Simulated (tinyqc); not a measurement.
# Changing the specularity p

Model: size effects in the resistivity of thin metal films and interconnect lines. Computed by tinyqc, a small Python program. Command: `OMP_NUM_THREADS=1 python tinyqc.py 3001043 3001044 out.jsonl size sweep`. One thread of a shared host (Intel(R) Xeon(R) Processor @ 2.30GHz), about 0.01 s of CPU time with the checks.

Electrons lose their drift at surfaces (a share 1 - p of the hits) and at grain boundaries (reflection R), besides bulk scattering.

Inputs (values chosen for the exercise, modelled on cobalt): bulk resistivity rho_b = 6.26 microohm cm; bulk mean free path lambda = 12 nm; grain-boundary reflection R = 0.53; film thickness h = 13 nm; grain size over thickness = 1.1.

Geometry: film.

Method:
- D = (ratio) h.
- Mayadas-Shatzkes: alpha = (lambda/D) R/(1 - R); rho_b/rho = 1 - 3 alpha/2 + 3 alpha^2 - 3 alpha^3 ln(1 + 1/alpha).
- Fuchs-Sondheimer film: rho_b/rho = 1 - (3/(2 kappa))(1 - p) int_0^1 (s - s^3)(1 - exp(-kappa/s))/(1 - p exp(-kappa/s)) ds, f = rho/rho_b, kappa = thickness/lambda, 80 Gauss-Legendre points.
- Both together (Mayadas-Shatzkes film): rho_b/rho = (rho_b/rho of the grains alone) - (6/(pi kappa))(1 - p) int_0^(pi/2) dphi int_0^1 ds (cos^2 phi/H^2)(s - s^3)(1 - exp(-kappa H/s))/(1 - p exp(-kappa H/s)), H = 1 + alpha/(cos phi sqrt(1 - s^2)), 40 x 80 Gauss-Legendre points.
- Sheet resistance rho/h; additive estimate rho_b (f_surface + f_grain - 1).

One run for each value:
```
specularity p  resistivity rho (microohm cm)  rho/rho_b from surfaces
0.00                                   16.72                    1.426
0.15                                   16.33                    1.349
0.30                                   15.96                    1.278
0.45                                   15.61                    1.211
0.60                                   15.27                    1.149
0.75                                   14.95                    1.091
0.90                                   14.63                    1.035
0.99                                   14.45                    1.003
```

What does the table show, and why?

Over the rows, resistivity rho (microohm cm) falls from 16.7 to 14.5; rho/rho_b from surfaces falls from 1.43 to 1.00. Even nearly specular surfaces leave rho at 2.31 times the bulk value, the grain-boundary part.
